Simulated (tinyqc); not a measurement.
From results back to parameters: periodic multilayer mirror for extreme ultraviolet light. Three cases, with inputs chosen for the exercise.

Problem. With a mean index 1 - dm the Bragg wavelength is lam_B = 2 L sqrt((1 - dm)^2 - sin^2 theta). It is given at 0 degrees and at th2; L and dm are hidden. Then the absorber share is Gm = (dm - delta_S)/(delta_A - delta_S), with the first entries of dS and dA; L is the period.

Case 1.

Values chosen (out of a larger set: optical constants near those of Mo and Si at 13.5 nm; not measured data): th2 = 15 degrees (second angle); dA = (0.0754, 0.00674) (delta and beta of the absorber, N = 1 - delta + i beta); dS = (0.0009, 0.00185) (delta and beta of the spacer and the substrate).

lam_B at 0 = 13.420128 nm
lam_B at th2 = 12.938958 nm

Case 2.

Values chosen (out of a larger set: optical constants near those of Mo and Si at 13.5 nm; not measured data): th2 = 20 degrees (second angle); dA = (0.0751, 0.00677) (delta and beta of the absorber, N = 1 - delta + i beta); dS = (0.0009, 0.0017) (delta and beta of the spacer and the substrate).

lam_B at 0 = 13.408080 nm
lam_B at th2 = 12.549875 nm

Case 3.

Values chosen (out of a larger set: optical constants near those of Mo and Si at 13.5 nm; not measured data): th2 = 20 degrees (second angle); dA = (0.0767, 0.00636) (delta and beta of the absorber, N = 1 - delta + i beta); dS = (0.0008, 0.00175) (delta and beta of the spacer and the substrate).

lam_B at 0 = 13.369440 nm
lam_B at th2 = 12.508584 nm

Find: L; dm; Gm.

Solution. The difference of the squares is 4 L^2 sin^2(th2); then 1 - dm = lam_B(0)/(2 L).

Case 1.

L = 6.880 nm
dm = 0.0247
Gm = 0.32

Case 2.

L = 6.900 nm
dm = 0.0284
Gm = 0.37

Case 3.

L = 6.900 nm
dm = 0.0312
Gm = 0.40

Computed by tinyqc, one run a case: `OMP_NUM_THREADS=1 python tinyqc.py N N+1 out.jsonl` with N = 1651141, 1651251, 1651272; one thread of a shared Intel(R) Xeon(R) Processor @ 2.30GHz, about 0.01 s a run at most.
